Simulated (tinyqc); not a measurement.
Worked calculation: Luttinger-Kohn k.p, four valence bands. One step of it, computed by the program tinyqc.

Question. Hole masses. E = c [g1 k^2 -/+ 2 sqrt(g2^2 k^4 + 3 (g3^2 - g2^2)(kx^2 ky^2 + ky^2 kz^2 + kz^2 kx^2))] with c = hbar^2/2m, and m* = hbar^2 k^2 / (2 E).

Luttinger parameters chosen for this model; energies are counted downward from the top of the valence band:
```
parameter     value  unit
g1         4.510000
g2         1.150000
g3         1.370000
```

Give: Masses.

Answer.

Masses (electron masses):
```
direction  heavy  light
[100]      0.452  0.147
[110]      0.534  0.140
[111]      0.565  0.138
```
